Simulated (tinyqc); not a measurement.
## Charge centroid from charge and shift

Problem. A sheet of N electrons in the storage layer of a charge-trap cell shifts the threshold by U = (q/eps0) N (tb/eb + xc tn/en). Find xc and the distance xc tn from the blocking layer.

Values chosen for this exercise:
- tn = 6.6 nm (storage layer)
- en = 7.5 (its relative permittivity)
- tb = 6 nm (blocking layer)
- eb = 3.9 (its relative permittivity)

Constants: q = 1.602176634e-19 C, eps0 = 8.8541878128e-14 F/cm where lengths are in cm. Results are converted to the units shown.

N = 6e12 cm^-2
U = 2.2244647 V

Solution. U eps0/(q N) is the electrical distance from the gate; subtract that of the blocking layer.

xc = 0.580
distance = 3.83 nm

Computed by the program tinyqc: `OMP_NUM_THREADS=1 python tinyqc.py 2130130 2130131 out.jsonl`, one thread of a shared Intel Xeon 2.30GHz, about 0.06 s for the whole run.
